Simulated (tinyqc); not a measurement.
Read current of a NAND string, cells in series solved by shooting: one step of the calculation.

Cells in series, numbered from 0 at the source line (0 V) to the bit line, each followed by a gap resistance Rg. A cell with gate Vg, threshold VT, source Vs and drain Vd passes I = 2 nf K Vt^2 [F(Vs) - F(Vd)]/(1 + th max(Vg - VT, 0)), F(V) = ln^2(1 + exp((Vg - VT - nf V)/(2 nf Vt))). The selected cell has Vg = Vr, the others Vg = Vp.

Problem. Node voltages for a trial current. For a trial current I start at 0 V and, cell by cell (the selected one is cell 1), solve for the drain: sqrt(F(Vd)) = sqrt(F(Vs) - I/k), k = 2 nf K Vt^2/(1 + th max(Vg - VT, 0)), Vd = [Vg - VT - 2 nf Vt ln(exp(sqrt F) - 1)]/nf, then add I Rg.

Values chosen for this exercise; values of the order met in vertical NAND strings:
```
symbol,value,unit,meaning
T,300,K,temperature
K,24,uA/V^2,gain factor of a cell
nf,1.5,,slope factor
th,0.14,1/V,mobility reduction factor
Rg,25,kohm,resistance of the gap between cells
Vbl,0.7,V,bit-line voltage
Vp,7,V,pass voltage
Vr,2.49,V,read voltage on the selected word line
```

Constants: q = 1.602176634e-19 C, kB = 1.380649e-23 J/K, Vt = kB T/q. Results are converted to the units shown.

second trial current = 2.1 uA
thresholds from the source end, cell 0 to 5 (V): -1  1.6  -1  -1  4.6  -1

Give: node voltage after each cell and gap, trial 2.

Solution.

node voltage after each cell and gap, trial 2, cell 0 to 5 (V): 0.07574  0.2761  0.3532  0.4305  0.5517  0.6301

Program tinyqc, `OMP_NUM_THREADS=1 python tinyqc.py 2142052 2142053 out.jsonl`; Intel Xeon 2.30GHz, shared host, one thread, about 0.7 s.
